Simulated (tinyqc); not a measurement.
## Trap depth and cross-section from two peaks

Problem. A DLTS peak lies where ew = sn g T^2 exp(-Et/kB T), g = vth Nc/(300 K)^2. Find Et and sn.

Inputs (values chosen for the exercise):
- Nc = 4.38e17 cm^-3 (conduction-band density of states at 300 K)
- vth = 4.5e7 cm/s (thermal velocity at 300 K)

Constants: q = 1.602176634e-19 C, kB = 1.380649e-23 J/K. Results are converted to the units shown.

peak temperatures for ew = 5 and 2000 1/s (K): 135.91976  182.03475

Solution. The slope of ln(ew/T^2) against q/kB T is -Et, and the intercept is ln(sn g).

Et = 0.2500 eV
sn = 2.300e-15 cm^2

tinyqc, about 0.01 s, one thread, Intel Xeon 2.30GHz (shared host): `OMP_NUM_THREADS=1 python tinyqc.py 2050118 2050119 out.jsonl`
